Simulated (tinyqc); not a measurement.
Thinning the film: dielectric confinement in a thin film (image charges).

A film |z| < t/2 of dielectric constant eps between half-spaces of dielectric constant e2; lam = (eps - e2)/(eps + e2), q = e^2/(4 pi eps0). The self-energy of a band edge is taken with the high-frequency value, e2 = eh, and the field of a fixed ion with the static one, e2 = eo. A charge at z has images lam^|n| at n t + (-1)^n z. Its self-energy is S(z) = (q/2 eps) sum over n >= 1 of lam^n [1/(n t - 2z) + 1/(n t + 2z)] for odd n and 2 lam^n/(n t) for even n; at the centre S(0) = -(q/(eps t)) ln(1 - lam).

Donor at the centre, lam from the static eo, trial function cos(pi z/t) exp(-rho/l): E(l) = c/(m l^2) - (q/eps) times the integral over k of F(k t) (1 + (k l/2)^2)^(-3/2), with F(x) = F0 + 2 lam exp(-x) G/(1 - lam exp(-x)), F0 = 2[(1 - exp(-x/2))/x + x (1 + exp(-x/2))/(x^2 + 4 pi^2)], G = 2 sinh(x/2)[1/x - x/(x^2 + 4 pi^2)]; c = hbar^2/2m0. The binding energy is -E at the minimum, counted from the subband edge with its self-energy.

Constants: e^2/(4 pi eps0) = 14.39964547 eV angstrom; hbar^2/2m0 = 3.80998211 eV angstrom^2; Ry = 13.60569312 eV.

Values chosen for the exercise (near those of an InGaAs film between layers of HfO2; not measured data):
- eps = 13.3 (dielectric constant of the film)
- eh = 3.9 (high-frequency dielectric constant outside)
- eo = 21.6 (static dielectric constant outside)
- m = 0.045 m0 (mass in the plane)
- mz = 0.045 m0 (mass across the film)
- ts = (12, 18, 26, 38, 55, 80, 120) angstrom (thicknesses)

<S> is the mean over (2/t) cos^2(pi z/t); confinement c (pi/t)^2/mz; donor binding with and without images.

Results:
```
t (angstrom)  <S> (meV)  confinement (meV)  binding, no images (meV)  binding (meV)  l (angstrom)
12                 82.2             5802.9                      12.8            5.6         119.3
26                 37.9             1236.1                      11.9            5.9         116.2
38                 26.0              578.7                      11.3            6.0         115.8
55                 17.9              276.2                      10.5            6.1         117.0
80                 12.3              130.6                       9.7            6.1         120.4
120                 8.2               58.0                       8.7            5.9         127.1
```

Give the missing row, t (angstrom) = 18.

Computed row:
```
t (angstrom)  <S> (meV)  confinement (meV)  binding, no images (meV)  binding (meV)  l (angstrom)
18                 54.8             2579.1                      12.4            5.8         117.5
```

Between 120 and 12 angstrom the binding goes from 5.9 to 5.6 meV; quantum confinement alone would take it from 8.7 to 12.8, so the images supply -2.8 and -7.2 meV. |<S>| goes as 1/t and exceeds the confinement energy beyond 847 angstrom. Hard-wall energies above 300 meV (up to t = 38 angstrom) overstate the confinement: walls are finite and valleys non-parabolic.

(tinyqc, `OMP_NUM_THREADS=1 python tinyqc.py 1282651 1282652 out.jsonl`, Intel(R) Xeon(R) Processor @ 2.30GHz, 1 thread, shared host, about 0.07 s.)
